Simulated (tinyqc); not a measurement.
Via and link resistance from two via chains.

Problem. A chain of 2000 vias joined by 2000 metal links has R = 2000 (Rv + Rlink), with Rlink proportional to the link length. Find Rv, Rlink for length L, and the value of Rv that the short chain would give if the links were ignored.

resistance of chains of 2000 links with link lengths L and 3 L (ohm): [18800, 24800]

Solution. R per link is a straight line in the link length; its intercept at zero length is Rv.

Rv = 7.900 ohm
Rlink = 1.500 ohm
Rv without correction = 9.400 ohm

Computed by the program tinyqc: `OMP_NUM_THREADS=1 python tinyqc.py 2750055 2750056 out.jsonl`, one thread of a shared Intel Xeon 2.30GHz, about 0.01 s for the whole run.
